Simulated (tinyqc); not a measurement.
Single-domain magnet: Stoner-Wohlfarth switching, Neel-Arrhenius retention, LLG dynamics and spin torque: one step, computed by the program tinyqc.

The moment is uniform, with unit vector m; z is the easy axis. mu_0 = 1.25663706212e-6 T m/A, gamma = 1.76085963023e11 rad/(s T).

Problem. Spin-transfer switching. For axial symmetry and a polariser along z: I_c0 = (4 e alpha/(hbar eta)) K_eff V; relaxation time tau_D = (1 + alpha^2)/(alpha gamma mu_0 H_K); thermal start angle theta_0 = 1/sqrt(2 Delta); switching time about tau_D ln(pi/(2 theta_0))/(I/I_c0 - 1); precession frequency gamma mu_0 H_K/(2 pi (1 + alpha^2)).

Inputs (values chosen for the exercise, for a model magnet): temperature T = 398 K; damping alpha = 0.0093; spin-torque efficiency eta = 0.72; drive I/I_c0 = 2.5.

Shape: thin disc, easy axis normal to it.

K_eff = 85.56470 kJ/m^3

volume V = 4123.340 nm^3

stability factor Delta = 64.20627

anisotropy field mu_0 H_K = 0.3375333 T

Constants: e = 1.602176634e-19 C; hbar = 1.054571817e-34 J s.

Give: critical current I_c0; Delta/I_c0; tau_D; switching time, estimate; precession frequency.

Solution.

critical current I_c0 = 27.694 microampere

Delta/I_c0 = 2.3184 1/microampere

tau_D = 1.8093 ns

switching time, estimate = 3.4729 ns

precession frequency = 9.4585 GHz

Caution: a flat cylinder has a smaller N_z than the spheroid of the same t/d, so K_eff of a real disc is larger.
